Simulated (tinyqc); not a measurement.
Inside a calculation: standing waves and exposure in a photoresist film. Values are carried at full precision from step to step, so a last printed digit may differ when a step is redone from the rounded ones.

Normal incidence from air. Unexposed resist: N1 = n1 + i k1 with k1 = (A + B) lam/(4 pi), lam in micrometres. r01 = (1 - N1)/(1 + N1), t01 = 2/(1 + N1). Below the resist lie the layer Na = na + i ka and the substrate Ns = ns + i ks: r12 = (r1a + ras x)/(1 + r1a ras x), x = exp(4 pi i Na da/lam), r1a = (N1 - Na)/(N1 + Na), ras = (Na - Ns)/(Na + Ns). With p = exp(2 pi i N1 d/lam), the field at depth z is E(z) = t01 [exp(2 pi i N1 z/lam) + r12 p^2 exp(-2 pi i N1 z/lam)]/(1 + r01 r12 p^2), the relative intensity I(z) = n1 |E(z)|^2 and the reflectance R = |(r01 + r12 p^2)/(1 + r01 r12 p^2)|^2.

Inputs chosen for the exercise (a resist on W, indices near tabulated ones; shifted at random, so the results belong to these values and not to a real crystal):
```
symbol  value  unit          meaning
lam     248    nm            vacuum wavelength
n1      1.773                resist index
A       0.01   1/micrometre  bleachable absorption (Dill A)
B       0.63   1/micrometre  fixed absorption (Dill B)
d       429    nm            resist thickness
ns      3.355                substrate n
ks      2.853                substrate k
na      1.81                 n of the bottom antireflection layer
ka      0.392                its k
da      78     nm            its thickness
C       0.025  cm^2/mJ       exposure rate (Dill C)
D       15     mJ/cm^2       incident dose
Ld      10     nm            diffusion length of the post-exposure bake
```

## Interface coefficients

Form N1, r01, t01 and r12.

N1 = 1.77300+0.01263i
r01 = -0.2788-0.0033i
t01 = 0.7212-0.0033i
r12 = -0.0486-0.2031i
|r12|^2 = 0.0436

Next to the bottom the intensity swings by a factor ((1 + |r12|)/(1 - |r12|))^2 = 2.33 between antinode and node; without the layer |r12|^2 would be 0.3063.

## Round trip and reflectance

Form p^2, the denominator and R; the period of the standing wave is lam/(2 n1).

p^2 = 0.5061+0.5669i
1 + r01 r12 p^2 = 0.9743+0.0360i
R = 0.0560
period = 69.94 nm

The film holds 6.13 periods.

## Intensity and exposure over the lowest period

Nine depths from d - period to d. Without bleaching during the exposure the share of unexposed compound is m = exp(-C D I).

Profile:
```
z (nm)      I      m
359.1   0.730  0.760
367.8   0.535  0.818
376.5   0.494  0.831
385.3   0.628  0.790
394.0   0.857  0.725
402.8   1.044  0.676
411.5   1.077  0.668
420.3   0.935  0.704
429.0   0.698  0.770
```

I runs from 0.494 to 1.077 on these points, so m runs from 0.668 to 0.831; the least exposed point listed lies 52.5 nm above the bottom.

## Smoothing by the bake

Gaussian diffusion of length Ld multiplies a cosine of period L by exp(-2 pi^2 Ld^2/L^2). Give that factor, and the Ld that leaves 10 %.

factor = 0.668
Ld for 10 % = 23.89 nm

## Checks

- R against the transfer-matrix product: both 0.056043.

Computed by tinyqc, a small Python program: `OMP_NUM_THREADS=1 python tinyqc.py 1682057 1682058 out.jsonl` (the numbers bound the seed that draws the inputs); one thread of a shared host (Intel(R) Xeon(R) Processor @ 2.30GHz), about 0.01 s for the whole set of steps.
